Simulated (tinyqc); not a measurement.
Length of a molecular wire: coherent transport through a tight-binding bridge. Computed by the program tinyqc. 

A uniform bridge between two chains:
```
parameter,value
site energy (eV),0.090000
hopping in the bridge (eV),1.350000
lead hopping (eV),2.220000
couplings (eV),"0.9, 0.55"
E (eV),0.470000
```

T = Gamma_L Gamma_R |G_1n|^2 with the self-energies of semi-infinite chains.

Transmission against length:
```
sites,T,ln T
2,1.1622e-01,-2.1522
3,2.8488e-01,-1.2557
4,1.5392e-01,-1.8713
5,1.7081e-01,-1.7672
6,2.4380e-01,-1.4114
7,1.2330e-01,-2.0932
8,4.6228e-01,-0.7716
9,1.0441e-01,-2.2594
10,7.7918e-01,-0.2495
```

E lies inside the band of the bridge (|E - e|/2h = 0.141 < 1): T does not decay but oscillates with length, between 0.104 and 0.779 here, as levels of the bridge pass E.
